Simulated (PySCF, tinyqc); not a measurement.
Worked calculation: RHF in the 3-21g basis, for H3-, spin multiplicity 1. The basis has no diffuse functions, so it cannot describe the extra electron: this is an exercise in the method, not the real anion. The lowest restricted solution is unstable here: a spin-polarised one lies 0.0688 hartree lower (PySCF). One step of it, computed by the program tinyqc.

Problem. Orthogonalisation. S = U s U^T; symmetric (Loewdin) form X = U s^(-1/2) U^T, so that X^T S X = 1.

overlap S:
```
,1H 1s,1H 2s,2H 1s,2H 2s,3H 1s,3H 2s
1H 1s,1.000000,0.645899,0.271935,0.419064,0.271807,0.418996
1H 2s,0.645899,1.000000,0.419064,0.769502,0.418996,0.769426
2H 1s,0.271935,0.419064,1.000000,0.645899,0.272185,0.419198
2H 2s,0.419064,0.769502,0.645899,1.000000,0.419198,0.769651
3H 1s,0.271807,0.418996,0.272185,0.419198,1.000000,0.645899
3H 2s,0.418996,0.769426,0.419198,0.769651,0.645899,1.000000
```

Give: eigenvalues of S; X.

Solution.

eigenvalues of S: 0.1425  0.1427  0.4762  0.8156  0.8162  3.6068

X:
```
,1H 1s,1H 2s,2H 1s,2H 2s,3H 1s,3H 2s
1H 1s,1.2503,-0.4919,-0.0579,0.0272,-0.0578,0.0272
1H 2s,-0.4919,1.9114,0.0273,-0.5352,0.0273,-0.5349
2H 1s,-0.0579,0.0273,1.2503,-0.4919,-0.0581,0.0273
2H 2s,0.0272,-0.5352,-0.4919,1.9120,0.0273,-0.5357
3H 1s,-0.0578,0.0273,-0.0581,0.0273,1.2503,-0.4919
3H 2s,0.0272,-0.5349,0.0273,-0.5357,-0.4919,1.9118
```
